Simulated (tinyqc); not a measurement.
Band bending at a free surface with a continuum of surface states, surface photovoltage and Kelvin probe: two steps of the calculation.

n-type bulk, xi = Ec - EF = Vt ln(Nc/Nd), p0 = ni^2/Nd, ni = sqrt(Nc Nv) exp(-Eg/(2 Vt)), Eg in volts. b is the upward band bending, u = b/Vt. Space charge per area, in units of q: Qc = sign(b) sqrt((2 eps0 eps_r Vt/q) [(Nd + dn)(exp(-u) - 1) + Nd u + (p0 + dn)(exp(u) - 1)]), with dn the excess density under light (flat quasi-Fermi levels; 0 in the dark). The states hold -Ds (E0 - xi - b): negative while the Fermi level lies above the neutrality level. Neutrality: Qc + Qf + (charge of the states) = 0.

Inputs (values chosen for the exercise); band and dielectric values those of a made-up semiconductor:
```
symbol    value         unit                                                    meaning
T           350            K                                                temperature
Eg         1.18           eV                                                   band gap
eps_r        14                                                   relative permittivity
Nc      7.35e17        cm^-3                     conduction-band density of states at T
Nv      1.61e19        cm^-3                        valence-band density of states at T
chi        4.23           eV                                          electron affinity
Nd       2.6e16        cm^-3                                              donor density
Qf       1.2e11        cm^-2                       fixed positive charge at the surface
pt         4.84           eV                             work function of the probe tip
Ds       5.6e12  cm^-2 eV^-1                                  density of surface states
E0          0.3           eV  depth of their neutrality level below the conduction edge
```

Constants: q = 1.602176634e-19 C, kB = 1.380649e-23 J/K, Vt = kB T/q, eps0 = 8.8541878128e-14 F/cm where lengths are in cm. Results are converted to the units shown.

Question 1. Band bending in the dark. Newton step: b(new) = b - (Qc + Qf - Ds (E0 - xi - b))/(dQc/db + Ds), dQc/db = (eps0 eps_r/q) [Nd (1 - exp(-u)) + p0 exp(u)]/Qc.

b after iteration 1 = 0.14006103 V

Give: b after iteration 2.

Answer 1.

b after iteration 2 = 0.14017 V

Question 2. Work function and Kelvin-probe reading. Work function chi + xi + b; contact potential difference CPD = (work function of the sample) - pt. Depth of EF below Ec at the surface: xi + b. Depletion width Qc/Nd.

converged b = 0.14016532 V

Find: xi + b; Qc; Qc/Nd; work function; CPD.

Answer 2.

xi + b = 0.2410 eV
Qc = 2.106e11 cm^-2
Qc/Nd = 81.02 nm
work function = 4.471 eV
CPD = -369.0 mV

The Fermi level lies 59.0 meV above the neutrality level.

Computed by the program tinyqc: `OMP_NUM_THREADS=1 python tinyqc.py 2430019 2430020 out.jsonl`, one thread of a shared Intel Xeon 2.30GHz, about 0.01 s for the whole run.
